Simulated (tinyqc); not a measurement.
Switching kinetics of a ferroelectric film and the memory window of a ferroelectric gate stack: one step, computed by the program tinyqc. Command: `OMP_NUM_THREADS=1 python tinyqc.py 3017466 3017467 out.jsonl feswitch walk`. One thread of a shared host (Intel(R) Xeon(R) Processor @ 2.30GHz), about 0.02 s of CPU time with the checks.

Fields in MV/cm; 1 microcoulomb/cm^2 over eps_0 is 11.29409 MV/cm. In the stack (metal, ferroelectric, interlayer, channel) the channel is taken as a conductor.

Question. Switched share after the pulse. Merz's law: t1 = t_inf exp[(E_a/E)^alpha] at the mean of the fields before and after switching. NLS: switched share = integral of [1 - exp(-(t/tau)^n)] F(z) dz over z = log10 tau, with the Lorentzian F = (1/pi) w/[(z - log10 t1)^2 + w^2].

Inputs (values chosen for the exercise, for a model film):
```
quantity                             value   unit
time constant t_inf                3.7e-10      s
activation field E_a                   4.9  MV/cm
Merz exponent alpha                      1      -
dimension n                              2      -
half width w of log10 t               0.86      -
pulse length t_p                   1.6e-06      s
breakdown field of the interlayer       13  MV/cm
```

Kinetics: nucleation-limited (NLS).

E_F before switching = 2.953924 MV/cm

E_F after switching = 1.081506 MV/cm

Give: mean field; switching time t1; switched share.

Answer.

mean field = 2.018 MV/cm

switching time t1 = 4.196e-09 s

switched share = 0.9012

t_p is 380 t1. A field higher by 10 % would shorten t1 by a factor 1.2. The step approximation 1/2 + arctan[log10(t_p/t1)/w]/pi gives 0.898. Caution: the interlayer field exceeds its breakdown field, so charge injection would change the fields. Caution: the field changes much during switching, so one mean field is a crude stand-in.
